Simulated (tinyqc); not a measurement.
Deformation-potential model of the L valleys of a conduction band: one step. Shares of the electrons. Two cases, with inputs chosen for the exercise.

Problem. Boltzmann factors of the shifts.

Valleys with axes along [111], [1-1-1], [-11-1] and [-1-11], one whole valley each. Herring-Vogt shift of a valley with unit axis a: dE = Xd tr(e) + Xu a.e.a. Non-degenerate shares n_i = exp(-dE_i/kT)/sum_j exp(-dE_j/kT). Inverse mass tensor of a valley: (1 - a a)/mt + a a/ml; the masses are taken as independent of strain.

Constants: kB = 8.617333262e-05 eV/K.

Case 1.

Values chosen (out of a larger set: near those of Ge; not measured data): T = 150 K (temperature).

shifts dE (meV): [111] 125.2928, [1-1-1] -46.4757, [-11-1] -46.4757, [-1-11] -46.4757

Case 2.

Values chosen (out of a larger set: near those of Ge; not measured data): T = 350 K (temperature).

shifts dE (meV): [111] 0.8908, [1-1-1] 0.8908, [-11-1] 0.8908, [-1-11] 0.8908

Give: kT; shares; effective number of valley axes, 1/(largest share).

Solution.

Case 1.

kT = 12.926 meV

shares: [111] 0.0000, [1-1-1] 0.3333, [-11-1] 0.3333, [-1-11] 0.3333

effective number of valley axes, 1/(largest share) = 3.000

Case 2.

kT = 30.161 meV

shares: [111] 0.2500, [1-1-1] 0.2500, [-11-1] 0.2500, [-1-11] 0.2500

effective number of valley axes, 1/(largest share) = 4.000

Computed by tinyqc, one run a case: `OMP_NUM_THREADS=1 python tinyqc.py N N+1 out.jsonl` with N = 1050677, 1080686; one thread of a shared Intel(R) Xeon(R) Processor @ 2.30GHz, about 0.03 s a run at most.
